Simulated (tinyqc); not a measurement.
From results back to parameters: Tamm state at the end of a one-band chain. Four cases, with inputs chosen for the exercise.

Problem. The end state of a chain with hopping -t and end-site shift D has E = D + t^2/D and weight 1 - (t/D)^2 on the end site. The values below come from hidden t and D.

Find: D, t.

Method. With (t/D)^2 = 1 - w, E = D (2 - w), which gives D, and t = |D| sqrt(1 - w).

Case 1.

E = 6.235020 eV
weight = 0.747988

Solution.

D, t (eV): 4.980  2.500

Case 2.

E = -5.763736 eV
weight = 0.733245

Solution.

D, t (eV): -4.550  2.350

Case 3.

E = -4.994262 eV
weight = 0.324073

Solution.

D, t (eV): -2.980  2.450

Case 4.

E = -6.446018 eV
weight = 0.838555

Solution.

D, t (eV): -5.550  2.230

Computed by tinyqc, one run a case: `OMP_NUM_THREADS=1 python tinyqc.py N N+1 out.jsonl` with N = 1450856, 1451115, 1451146, 1451233; one thread of a shared Intel(R) Xeon(R) Processor @ 2.30GHz, about 0.01 s a run at most.
